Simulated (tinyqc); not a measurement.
Conductivity against oxygen pressure: defect equilibria of an oxide against oxygen pressure (mass action). Computed by tinyqc, a small Python program. Command: `OMP_NUM_THREADS=1 python tinyqc.py 3031587 3031588 out.jsonl brouwer walk`. One thread of a shared host (Intel(R) Xeon(R) Processor @ 2.30GHz), about 0.01 s of CPU time with the checks.

Defects: oxygen vacancies V (charge +2), electrons n, holes p, the ionic partner X = V_M'''' (charge -4), and the dopant. Activities are taken equal to concentrations.

Inputs (values chosen for the exercise, for a model oxide):
```
quantity,value,unit
reduction enthalpy H_r,2.9,eV
prefactor K_r0,5.8e+67,cm^-9 atm^(1/2)
gap E_g,3.43,eV
prefactor N_c N_v,2.4e+42,cm^-6
disorder enthalpy H_s,3.74,eV
prefactor K_s0,3.8e+68,cm^-9
dopant density N_d,1.5e+17,cm^-3
temperature T,900,K
electron mobility mu_n,0.029,cm^2/(V s)
hole mobility mu_p,0.32,cm^2/(V s)
vacancy diffusion prefactor D_0,0.0043,cm^2/s
vacancy migration energy E_m,1.1,eV
```

Ionic disorder: Schottky, oxide MO2. Dopant (singly charged, fully ionised): acceptor.

Constants: k_B = 8.617333262e-05 eV/K; e = 1.602176634e-19 C.

Method:
- K_r = K_r0 exp(-H_r/k_B T) = [V] n^2 P^(1/2); K_i = N_c N_v exp(-E_g/k_B T) = n p; K_s = K_s0 exp(-H_s/k_B T) = [X] [V]^2.
- Neutrality: 2 [V] + p = n + 4 [X] + N_d. With n as the unknown, [V] = K_r/(n^2 P^(1/2)), p = K_i/n, [X] = K_s/[V]^2; the log ratio is ln(positive/negative).
- The root is found by 60 bisections in ln n between n = 1e-10 and 1e25 cm^-3.
- sigma_n = e n mu_n, sigma_p = e p mu_p, sigma_ion = 2 e [V] mu_V with mu_V = 2 e D/(k_B T) and D = D_0 exp(-E_m/k_B T); only the oxygen vacancies carry ionic current, and the ionic transport number is sigma_ion over the total.

K_r = 3.34305e+51 cm^-9 atm^(1/2)

K_i = 1.48956e+23 cm^-6

K_s = 4.33217e+47 cm^-9

Log10 of the conductivities in S/cm:
```
log10 P (atm),n-type,p-type,ionic,total,ionic transport number
-24,0.9422,-17.392,-4.6351,0.9422,2.6472e-06
-20,0.2754,-16.725,-5.3016,0.2754,2.6480e-06
-16,-0.3914,-16.059,-5.9679,-0.3914,2.6515e-06
-12,-1.0590,-15.391,-6.6328,-1.0590,2.6681e-06
-8,-1.7298,-14.720,-7.2911,-1.7298,2.7460e-06
-4,-2.4153,-14.035,-7.9202,-2.4153,3.1270e-06
0,-3.1585,-13.291,-8.4338,-3.1585,5.3057e-06
```

What does the comparison show, and why?

The ionic transport number stays at or below about 5.3e-6: no electrolytic window. The total has no minimum inside this range.

Extremes, crossings and ranges named in words are read from the listed rows.
